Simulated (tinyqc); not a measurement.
Which stress helps holes along [110]: six-band Luttinger-Kohn model with strain.

Six-band Luttinger-Kohn model in the basis |3/2,3/2>, |3/2,1/2>, |3/2,-1/2>, |3/2,-3/2>, |1/2,1/2>, |1/2,-1/2>, electron energies, zero at the top of the unstrained valence band. H = -[rows: (P+Q, -S, R, 0, -S/r2, r2 R); (-S*, P-Q, 0, R, -r2 Q, r32 S); (R*, 0, P-Q, S, r32 S*, r2 Q); (0, R*, S*, P+Q, -r2 R*, -S*/r2); (-S*/r2, -r2 Q, r32 S, -r2 R, P+Dso, 0); (r2 R*, r32 S*, r2 Q, -S/r2, 0, P+Dso)], r2 = sqrt(2), r32 = sqrt(3/2). Levels are twofold.

P = c g1 k^2 - av tr(e); Q = c g2 (kx^2 + ky^2 - 2 kz^2) - (b/2)(exx + eyy - 2 ezz); R = c sqrt3 [-g2 (kx^2 - ky^2) + 2i g3 kx ky] + (sqrt3/2) b (exx - eyy) - i d exy; S = 2 c sqrt3 g3 (kx - i ky) kz - d (exz - i eyz); c = hbar^2/2m0, e the strain tensor (not engineering shear).

s11 = (C11 + C12)/((C11 - C12)(C11 + 2 C12)), s12 = -C12/((C11 - C12)(C11 + 2 C12)), s44 = 1/C44; exx = s11 sxx + s12 (syy + szz) and cyclic, exy = s44 sxy/2; tension is positive. A uniaxial stress X along the unit vector n is s_ij = X n_i n_j.

Constants: hbar^2/2m0 = 3.80998211 eV angstrom^2.

Parameters, chosen for this exercise (near those of GaAs; not measured data): Dso = 0.338 eV (spin-orbit splitting); g1 = 7.02 (Luttinger gamma1); g2 = 2.06 (gamma2); g3 = 2.97 (gamma3); av = 1.13 eV (valence hydrostatic potential); b = -2.08 eV (tetragonal shear potential); d = -4.88 eV (trigonal shear potential); C11 = 124.1 GPa; C12 = 55.2 GPa; C44 = 60.5 GPa; X1 = 1.8 GPa (size of the stress).

Each load has size X1 (biaxial: sxx = syy); masses are curvatures of the top pair at k = 0.

Cases:
```
load
uniaxial [110], compression
uniaxial [110], tension
uniaxial [100], compression
uniaxial [100], tension
uniaxial [111], compression
uniaxial [111], tension
biaxial (001), compression
biaxial (001), tension
```

Rank the cases by m [110], lowest first.

Answer: uniaxial [110], compression, uniaxial [111], compression, biaxial (001), compression, uniaxial [100], compression, uniaxial [100], tension, uniaxial [111], tension, biaxial (001), tension, uniaxial [110], tension.

Results:
```
load                         splitting (meV)  top edge (meV)  m [110]  m [001]
uniaxial [110], compression            100.4            46.8    0.068    0.257
uniaxial [110], tension                 78.1            54.4    0.563    0.100
uniaxial [100], compression            123.2            60.2    0.117    0.252
uniaxial [100], tension                 89.2            63.0    0.167    0.110
uniaxial [111], compression             92.9            42.3    0.089    0.142
uniaxial [111], tension                 72.4            50.6    0.247    0.142
biaxial (001), compression              89.2            37.0    0.110    0.345
biaxial (001), tension                 123.2            86.2    0.252    0.076
```

The lightest mass along [110] (0.068) comes with uniaxial [110], compression. The largest splitting (123.2 meV) comes with uniaxial [100], compression; biaxial (001), tension. The heaviest mass along [001] (0.345), which lowers the confinement energy in a (001) channel, comes with biaxial (001), compression. The splitting per GPa follows b (s11 - s12) for loads along cube axes and d s44 for [111]: here 2 |b| (s11 - s12) = 60.4 and |d| s44/sqrt3 = 46.6 meV per GPa in the limit of large Dso; where the splitting nears Dso, mixing with the split-off band makes it depend on the sign of the load.

Program tinyqc; command `OMP_NUM_THREADS=1 python tinyqc.py 1080292 1080293 out.jsonl`; about 0.2 s on one thread of a shared Intel(R) Xeon(R) Processor @ 2.30GHz.
